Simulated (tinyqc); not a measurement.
Worked calculation: Hueckel theory of the pi electrons with the omega technique, for the molecule BC=CC=O (SMILES; centres numbered as the heavy atoms are written). Computed by tinyqc, a small Python program that keeps every step. Settings: charge = 0, omega = 0.6, damping = 0.7. Command: `OMP_NUM_THREADS=1 python tinyqc.py 28134 28135 out.jsonl` (the two numbers bound the seeds that draw the settings). One thread of a shared host (Intel(R) Xeon(R) Processor @ 2.60GHz), about 0.01 s of CPU time with the checks.

## The Hueckel matrix

Centres:
```
centre  z_r, pi electrons of the neutral centre          h
1B                                            0  -1.000000
2C                                            1   0.000000
3C                                            1   0.000000
4C                                            1   0.000000
5O                                            1   1.000000
```

Bonds:
```
i  j         k
1  2  0.700000
2  3         1
3  4         1
4  5         1
```

H_rr = alpha + h_r beta, H_rs = k_rs beta for bonded centres.

Hueckel matrix in units of beta (H = alpha + beta A):
```
           1B        2C        3C        4C        5O
1B  -1.000000  0.700000  0.000000  0.000000  0.000000
2C   0.700000  0.000000  1.000000  0.000000  0.000000
3C   0.000000  1.000000  0.000000  1.000000  0.000000
4C   0.000000  0.000000  1.000000  0.000000  1.000000
5O   0.000000  0.000000  0.000000  1.000000  1.000000
```

## Orbitals, round 1

pi electrons, sum of z_r less the charge = 4

Diagonalise; E = alpha + x beta with beta < 0, so the largest x are filled first; degenerate levels share their electrons. P = sum n_i c_ri c_si; each orbital has its largest coefficient positive (the first on a tie).

x values: 1.889241  1.084429  -0.128408  -1.130625  -1.714637

occupations: 2.000000  2.000000  0.000000  0.000000  0.000000

coefficients:
```
         MO1        MO2        MO3        MO4        MO5
1B  0.061601   0.203827   0.423010   0.717720   0.510491
2C  0.254258   0.606948   0.526703  -0.133932  -0.521166
3C  0.437234   0.515513  -0.363740  -0.350977   0.536266
4C  0.571782  -0.047911  -0.479996   0.530755  -0.398337
5O  0.643000  -0.567468   0.425375  -0.249108   0.146737
```

charge and bond-order matrix P:
```
           1B         2C         3C        4C         5O
1B   0.090680   0.278750   0.264019  0.050914  -0.152112
2C   0.278750   0.866065   0.848119  0.232602  -0.361871
3C   0.264019   0.848119   0.913854  0.450608  -0.022791
4C   0.050914   0.232602   0.450608  0.658461   0.789688
5O  -0.152112  -0.361871  -0.022791  0.789688   1.470940
```

## Omega technique, round 1

h_r = h_r(0) + omega q_r, omega = 0.6, with q_r = z_r - P_rr; 0.7 of the old diagonal is kept.

matrix after round 1:
```
           1B        2C        3C        4C        5O
1B  -1.016322  0.700000  0.000000  0.000000  0.000000
2C   0.700000  0.024108  1.000000  0.000000  0.000000
3C   0.000000  1.000000  0.015506  1.000000  0.000000
4C   0.000000  0.000000  1.000000  0.061477  1.000000
5O   0.000000  0.000000  0.000000  1.000000  0.915231
```

## Orbitals, round 2

As before.

x values: 1.881504  1.068817  -0.124978  -1.124717  -1.700625

occupations: 2.000000  2.000000  0.000000  0.000000  0.000000

coefficients:
```
         MO1        MO2        MO3        MO4        MO5
1B  0.065780   0.204020   0.409938   0.708072   0.533511
2C  0.272314   0.607728   0.521995  -0.109645  -0.521547
3C  0.459748   0.492085  -0.364779  -0.369688   0.526072
4C  0.585575  -0.089410  -0.470749   0.531171  -0.381262
5O  0.606014  -0.582151   0.452552  -0.260385   0.145750
```

charge and bond-order matrix P:
```
           1B         2C         3C        4C         5O
1B   0.091902   0.283803   0.261275  0.040555  -0.157814
2C   0.283803   0.886977   0.848499  0.210246  -0.377528
3C   0.261275   0.848499   0.907031  0.450438  -0.015709
4C   0.040555   0.210246   0.450438  0.701784   0.813833
5O  -0.157814  -0.377528  -0.015709  0.813833   1.412306
```

## Omega technique, round 2

As before.

matrix after round 2:
```
           1B        2C        3C        4C        5O
1B  -1.027968  0.700000  0.000000  0.000000  0.000000
2C   0.700000  0.037220  1.000000  0.000000  0.000000
3C   0.000000  1.000000  0.027589  1.000000  0.000000
4C   0.000000  0.000000  1.000000  0.096713  1.000000
5O   0.000000  0.000000  0.000000  1.000000  0.866447
```

## Convergence

Each round sets h_r = h_r(0) + omega (z_r - P_rr), keeping the share named as damping of the old diagonal; repeat until output and input diagonals agree to 1e-6.

Rounds:
```
round   sum n x  largest |h(out) - h(in)|
1      5.947340                  2.83e-01
2      5.900641                  1.63e-01
3      5.879380                  9.22e-02
4      5.869925                  5.19e-02
5      5.865938                  2.92e-02
6      5.864463                  1.64e-02
7      5.864103                  9.21e-03
8      5.864201                  5.19e-03
9      5.864455                  2.99e-03
10     5.864729                  2.04e-03
11     5.864972                  1.39e-03
12     5.865168                  9.51e-04
13     5.865319                  6.48e-04
14     5.865432                  4.41e-04
15     5.865514                  3.01e-04
16     5.865573                  2.05e-04
17     5.865615                  1.39e-04
18     5.865645                  9.49e-05
19     5.865666                  6.46e-05
20     5.865680                  4.40e-05
21     5.865690                  3.00e-05
22     5.865697                  2.04e-05
23     5.865702                  1.39e-05
24     5.865705                  9.47e-06
25     5.865707                  6.45e-06
26     5.865709                  4.39e-06
27     5.865710                  2.99e-06
28     5.865711                  2.04e-06
29     5.865711                  1.39e-06
30     5.865712                  9.47e-07
```

Converged in 30 rounds.

## Energy, charges, bond orders

final x values: 1.883301  1.049555  -0.125235  -1.122334  -1.685286

occupations: 2.000000  2.000000  0.000000  0.000000  0.000000

final P:
```
           1B         2C         3C        4C         5O
1B   0.091334   0.286290   0.255489  0.024905  -0.162694
2C   0.286290   0.909842   0.849831  0.175143  -0.396258
3C   0.255489   0.849831   0.907392  0.451525  -0.007811
4C   0.024905   0.175143   0.451525  0.763437   0.841943
5O  -0.162694  -0.396258  -0.007811  0.841943   1.327995
```

E = sum n x; q_r = z_r - P_rr; bond order p = P_rs; free valence = sqrt(3) - sum of p over the bonds of the atom.

pi energy = 4 alpha + this times beta = 5.865712

pi charges: 1B -0.091334, 2C 0.090158, 3C 0.092608, 4C 0.236563, 5O -0.327995

Bond orders and lengths from R = 1.517 - 0.180 p (angstrom, C-C alone):
```
bond         p         R
1-2   0.286290         -
2-3   0.849831  1.364030
3-4   0.451525  1.435726
4-5   0.841943         -
```

free valence of the carbons: 2C 0.595929, 3C 0.430695, 4C 0.438583

gap between the highest filled and the next level = 1.174790 |beta|
